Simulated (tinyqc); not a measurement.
Convergence with the mesh: density of states of one tight-binding band of a chain.

E(k) = -2 t cos(2 pi k) - 2 t2 cos(4 pi k); k in fractions of the reciprocal vectors, mesh k_i = j/N with j = 0 .. N-1. Densities are per cell and per spin, so the band holds one state.

Each interval of the mesh is a segment with E linear in k: n = (E - e1)/(e2 - e1), g = 1/(e2 - e1) between its end values.

Gaussian broadening: g(E) = mean over the mesh of exp(-(E - E_k)^2/(2 sigma^2))/(sigma sqrt(2 pi)), n(E) = mean of erfc((E_k - E)/(sigma sqrt 2))/2.

Parameters, chosen for this exercise: t = 1.92 eV (nearest hopping); t2 = -0.23 eV (second hopping); E = -1.62 eV (energy at which the density is wanted); sigma = 0.192 eV (Gaussian width).

At the energy E; the plain count is the share of mesh points below E; the reference is the linear method with N = 4000.

Results:

| N | points | g linear | n linear | g Gaussian | n Gaussian | n plain count |
|---|---|---|---|---|---|---|
| 8 | 8 | 0.1109 | 0.3714 | 0.0000 | 0.3750 | 0.3750 |
| 16 | 16 | 0.0936 | 0.3914 | 0.1716 | 0.4148 | 0.4375 |
| 32 | 32 | 0.1007 | 0.3926 | 0.0948 | 0.3955 | 0.4062 |
| 64 | 64 | 0.1050 | 0.3934 | 0.1047 | 0.3931 | 0.3906 |
| 128 | 128 | 0.1027 | 0.3936 | 0.1047 | 0.3931 | 0.3984 |
| 256 | 256 | 0.1039 | 0.3937 | 0.1047 | 0.3931 | 0.3945 |

reference n and g: 0.3937  0.1041

The linear n(E) stays within 0.002 of the reference from N = 32 on. The Gaussian g stays within 1 % of its last value from N = 64 on; it tends to the broadened curve, not the true one. At the last mesh it lies +0.001 1/eV from the reference g and the linear g 0.000. The plain count errs by +0.0008 at the last mesh.

Run: tinyqc, `OMP_NUM_THREADS=1 python tinyqc.py 1680058 1680059 out.jsonl`; Intel(R) Xeon(R) Processor @ 2.30GHz, one thread, shared host; about 0.01 s of CPU time with all checks.
